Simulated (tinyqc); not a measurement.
Inside a calculation: propagation of a band-gap error through k.p and effective-mass formulas. Values are carried at full precision from step to step, so a last printed digit may differ when a step is redone from the rounded ones.

Chain, for a gap E (the reference Eg or another value), with Ep and Dso kept: 1/me = 1 + Ep (E + 2 Dso/3)/(E (E + Dso)); g* = 2 - 2 Ep Dso/(3 E (E + Dso)); g1(E) = g1 + (Ep/3)(1/E - 1/Eg), g2(E) = g2 + (Ep/6)(1/E - 1/Eg), light hole 1/(g1 + 2 g2), heavy hole 1/(g1 - 2 g2) along [100]; optical constant ei(E) = 1 + (ei - 1)(EP/(EP + E - Eg))^2, static e0(E) = ei(E) + e0 - ei.

Constants: Ry = 13.60569312 eV; a0 (Bohr radius) = 0.5291772105 angstrom; kB = 8.617333262e-05 eV/K; hbar^2/2m0 = 3.80998211 eV angstrom^2.

Inputs chosen for the exercise (reference values near those of InAs, gap at low temperature; shifted at random, so the results belong to these values and not to a real crystal): Eg = 0.417 eV (gap at Gamma to the s-like level); Dso = 0.383 eV (spin-orbit splitting); Ep = 21.9 eV (Kane energy); g1 = 19.93 (Luttinger gamma1); g2 = 8.46 (gamma2); e0 = 15.23 (static dielectric constant); ei = 12.33 (optical dielectric constant); EP = 4.75 eV (mean (Penn) gap); Eg2 = 0.113 eV (a wrong gap); mh = 0.45 m0 (density-of-states mass of the holes); T = 77 K (temperature); k = 0.021 1/angstrom (wave vector).

## Masses, g factor and screening for both gaps

Evaluate the chain at Eg and at Eg2.

Band values at the two gaps:

| quantity | at Eg | at Eg2 | ratio |
|---|---|---|---|
| me | 0.02215 | 0.006900 | 0.311 |
| g* | -14.76 | -97.77 | - |
| g1 | 19.93 | 67.03 | 3.363 |
| g2 | 8.460 | 32.01 | 3.783 |
| light hole | 0.02714 | 0.007631 | 0.281 |
| heavy hole | 0.3322 | 0.3322 | 1.000 |
| ei | 12.33 | 13.93 | 1.130 |
| e0 | 15.23 | 16.83 | 1.105 |

The gap is off by a factor of 0.27; the electron mass follows with 0.31 and the light hole with 0.28, while the heavy hole, which does not couple to the conduction level, keeps its value. The optical constant changes less, by +13 %, as it answers to the mean gap, which shifts by the same -0.30 eV on a base of 4.75 eV. g* moves by -83.01; remote bands, left out here, shift it by tenths or, where it is large, by some per cent.

## Binding energies and densities for both gaps

Donor: R = Ry me/e0^2, a_B = a0 e0/me, Mott density (0.26/a_B)^3. Nc, Nv = 2 (m kT/(4 pi c))^(3/2), c = hbar^2/2m0, ni = sqrt(Nc Nv) exp(-E/2kT). Exciton: Ry mu/e0^2 with 1/mu = 1/me + g1(E). 1 angstrom^-3 = 1e24 cm^-3.

Use the values of the table.

Results:

| quantity | at Eg | at Eg2 | ratio |
|---|---|---|---|
| R (meV) | 1.300 | 0.3314 | 0.255 |
| a_B (angstrom) | 363.8 | 1291 | 3.55 |
| Mott density (cm^-3) | 3.651e+14 | 8.171e+12 | 0.0224 |
| Nc (cm^-3) | 1.076e+16 | 1.870e+15 | 0.174 |
| ni (cm^-3) | 2323 | 8.603e+12 | 3.70e+09 |
| exciton (meV) | 0.9015 | 0.2266 | 0.251 |

Power laws carry the error on: the donor energy (me/e0^2) by a factor of 0.255, the Mott density (cube of me/e0) by 0.0224. ni, with its exponential, changes by a factor of 3.70e+09, that is 9.6 decades.

## A scissor shift and what it does not mend

A rigid shift D = Eg - Eg2 of the conduction band restores the gap but leaves the curvature, so the mass stays me(Eg2); redoing the sum 1/m = 1 + Ep (E + 2 Dso/3)/(E (E + Dso)) with E = Eg and the same Ep gives another mass. For optics, eps2 at the edge goes as |p|^2/E^2: a rigid shift keeps the dipole elements p/E, while shifting the energies under unchanged p scales eps2 by (Eg2/Eg)^2.

shift D = 0.304 eV
mass under a rigid shift = 0.0069 m0
mass from the sum with the corrected gap = 0.0222 m0
factor on eps2 if p is left unscaled = 0.073

The rigid shift leaves the mass off by a factor of 0.31. The mass from the corrected gap is the reference me(Eg) here, because the exercise keeps Ep fixed; a real correction of the gap depends on k and changes Ep as well.

## Far from the edge the relative error shrinks

Two-level dispersion E(k) = sqrt(E^2/4 + Ep c k^2) - E/2 at k/4, k, 4k for both gaps, c = hbar^2/2m0.

Energies above the edge:

| k (1/angstrom) | at Eg (eV) | at Eg2 (eV) | ratio |
|---|---|---|---|
| 0.00525 | 0.0054 | 0.0176 | 3.234 |
| 0.02100 | 0.0748 | 0.1435 | 1.918 |
| 0.08400 | 0.5866 | 0.7129 | 1.215 |

The ratio tends to Eg/Eg2 = 3.69 at k = 0 and goes from 3.234 to 1.215: at large k both curves approach the same slope sqrt(Ep c), while their distance in eV grows towards |Eg - Eg2|/2.

## Checks

- Chain at E = Eg against the inputs g1, g2, ei, e0: they agree to 1e-10 or better.

Computed by tinyqc, a small Python program: `OMP_NUM_THREADS=1 python tinyqc.py 1880631 1880632 out.jsonl` (the numbers bound the seed that draws the inputs); one thread of a shared host (Intel(R) Xeon(R) Processor @ 2.30GHz), about 0.01 s for the whole set of steps.
